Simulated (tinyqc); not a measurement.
Donors on two lattice sites with valley-orbit split states: sweeps and comparisons. A value that a table varies takes the place of the one given here.

Each donor binds at most one electron, in any of its states. For a site s, W_s = sum over its states of g exp(E/kT), and the ionised share is 1/(1 + W_s exp(eta)), eta = (EF - Ec)/kT; n = Nc F_1/2(eta); neutrality n + NA = ND x (mean ionised share, the two sites in equal numbers); holes are neglected. Nc from N = 2 (m kB T/(4 pi c))^(3/2) with c = hbar^2/2m0, in 1/angstrom^3; times 1e24 for 1/cm^3, m = md. F_j(eta) = (1/Gamma(j + 1)) integral_0^infinity x^j dx/(1 + exp(x - eta)), which tends to exp(eta) for eta << 0.

Mobility (Caughey-Thomas form): mu = mu0 + (mu1 (T/300)^(-ga) - mu0)/(1 + ((ND + NA)/Nr)^de); rho = 1/(e n mu), e = 1.602176634e-19 C.

Constants: hbar^2/2m0 = 3.80998211 eV angstrom^2; kB = 8.617333262e-05 eV/K.

Parameters, chosen for this exercise (near those of nitrogen in 4H-SiC; the results hold for these values, not for the real material):
- md = 0.786 m0 (density-of-states mass of the conduction band)
- E = (64.9, 57.3, 123.9, 82.5) meV (binding energies of h ground, h excited, k ground, k excited)
- g = (2, 4, 2, 4) (their degeneracies with spin)
- ND = 3.3e+15 1/cm^3 (donors, half on each site)
- NA = 0 1/cm^3 (compensating acceptors, all ionised)
- T = 250 K
- mu0 = 43 cm^2/(V s) (mobility at heavy doping)
- mu1 = 945 cm^2/(V s) (mobility at light doping and 300 K)
- Nr = 1.8e+17 1/cm^3 (reference doping)
- de = 0.61 (doping exponent)
- ga = 2.4 (temperature exponent)

## What the excited states change

The last columns keep only the ground state of each site (g = 2).

Results:

| T (K) | effective degeneracy, h site | eta | n (1/cm^3) | n, ground states only | ratio |
|---|---|---|---|---|---|
| 40 | 2.44 | -12.98 | 1.96e+12 | 2.16e+12 | 0.905 |
| 60 | 2.92 | -10.26 | 5.50e+13 | 6.62e+13 | 0.831 |
| 80 | 3.33 | -9.05 | 2.84e+14 | 3.56e+14 | 0.797 |
| 110 | 3.79 | -8.36 | 9.07e+14 | 1.09e+15 | 0.834 |
| 150 | 4.22 | -8.26 | 1.60e+15 | 1.71e+15 | 0.936 |
| 200 | 4.57 | -8.25 | 2.48e+15 | 2.57e+15 | 0.963 |
| 250 | 4.81 | -8.39 | 3.01e+15 | 3.08e+15 | 0.978 |
| 300 | 4.98 | -8.61 | 3.19e+15 | 3.22e+15 | 0.989 |
| 400 | 5.21 | -9.02 | 3.27e+15 | 3.28e+15 | 0.996 |
| 500 | 5.35 | -9.35 | 3.29e+15 | 3.29e+15 | 0.998 |

The effective degeneracy grows from 2.44 to 5.35. Excited states hold electrons back, so the ratio is never above 1; it is lowest, 0.797, at 80 K of those listed, and 0.989 at 300 K. At low T the excited states empty out, and at high T more donors are ionised (n is 100 % of ND - NA in the last row), so the effect is largest in between.

## Ionisation and resistivity against doping

NA = 0.

Results:

| ND (1/cm^3) | n (1/cm^3) | n/ND | mu (cm^2/(V s)) | rho (ohm cm) | rho at full ionisation |
|---|---|---|---|---|---|
| 1.0e+14 | 9.97e+13 | 0.997 | 1449 | 43.2 | 43.1 |
| 1.0e+15 | 9.69e+14 | 0.969 | 1406 | 4.58 | 4.44 |
| 1.0e+16 | 8.07e+15 | 0.807 | 1256 | 0.616 | 0.497 |
| 3.0e+16 | 1.99e+16 | 0.662 | 1107 | 0.284 | 0.188 |
| 1.0e+17 | 4.92e+16 | 0.492 | 879 | 0.144 | 0.0710 |
| 3.0e+17 | 1.05e+17 | 0.349 | 644 | 0.0925 | 0.0323 |
| 1.0e+18 | 2.23e+17 | 0.223 | 412 | 0.0679 | 0.0151 |
| 2.0e+18 | 3.34e+17 | 0.167 | 309 | 0.0605 | 0.0101 |

From 1e16 to 1e18 1/cm^3 rho falls by a factor 9.07, not 100: the mobility takes a factor 3.05 and incomplete ionisation 3.62. n/ND is below 0.9 from 1e+16 1/cm^3 on. Near 1e19 1/cm^3 and above the levels merge with the band, and already below that screening lowers the binding energy, so the last rows understate n.

## Compensation sets the slope of the freeze-out

NA = K ND. The slope energy is -d ln(n T^(-p))/d(1/kT) between 50 and 60 K, with p = 3/4 for K = 0 and p = 3/2 otherwise.

Results:

| K | n(50 K) (1/cm^3) | n(60 K) (1/cm^3) | slope energy (meV) |
|---|---|---|---|
| 0 | 1.44e+13 | 5.50e+13 | 31.04 |
| 0.0010 | 1.29e+13 | 5.33e+13 | 29.68 |
| 0.010 | 5.35e+12 | 4.06e+13 | 45.32 |
| 0.050 | 1.14e+12 | 1.54e+13 | 60.35 |
| 0.20 | 1.91e+11 | 2.82e+12 | 62.57 |
| 0.50 | 1.57e+08 | 7.61e+09 | 93.30 |

Without acceptors the slope is 31.04 meV, against half the h-site ground-state energy, 32.45; with K = 0.05 it is 60.35 meV, against the full 64.9. The full energy (less a few meV where excited levels lie within a few kT) shows where n is far below NA, since the acceptors then hold EF near the donor level: n(60 K)/NA is 16 for K = 0.001 and 0.094 for K = 0.05; for K = 0.001 the sample is still in or near the uncompensated regime, where p = 3/2 is the wrong power, so that slope means little. At K = 0.5 the acceptors have taken as many electrons as there are h sites, EF sits between the two levels, and the slope is 93.3 meV against their mean of 94.4.

## What moves the carrier density

All results formed anew. Each row changes one parameter from the base and keeps the others.

Results:

| case | eta | n (1/cm^3) | rho (ohm cm) |
|---|---|---|---|
| base | -8.394 | 3.008e+15 | 1.537 |
| E = (69.9, 57.3, 123.9, 82.5) meV | -8.396 | 3.004e+15 | 1.539 |
| md = 0.865 m0 | -8.527 | 3.040e+15 | 1.521 |
| ND = 6.6e+15 1/cm^3 | -7.768 | 5.624e+15 | 0.8557 |
| NA = 3.3e+14 1/cm^3 | -8.501 | 2.704e+15 | 1.718 |
| T = 280 K | -8.522 | 3.138e+15 | 1.933 |
| Nr = 3.6e+17 1/cm^3 | -8.394 | 3.008e+15 | 1.496 |

The largest shifts from the base row, up to three for each result and ties (the steps differ in size, so this ranks the rows, not the parameters). eta: ND +0.626, md -0.133, T -0.128; unchanged at the printed digits by Nr. n (1/cm^3): ND +2.62e+15, NA -3.04e+14, T +1.30e+14; unchanged at the printed digits by Nr. rho (ohm cm): ND -0.682, T +0.396, NA +0.181.

Program tinyqc; command `OMP_NUM_THREADS=1 python tinyqc.py 1652124 1652125 out.jsonl`; about 0.01 s on one thread of a shared Intel(R) Xeon(R) Processor @ 2.30GHz.
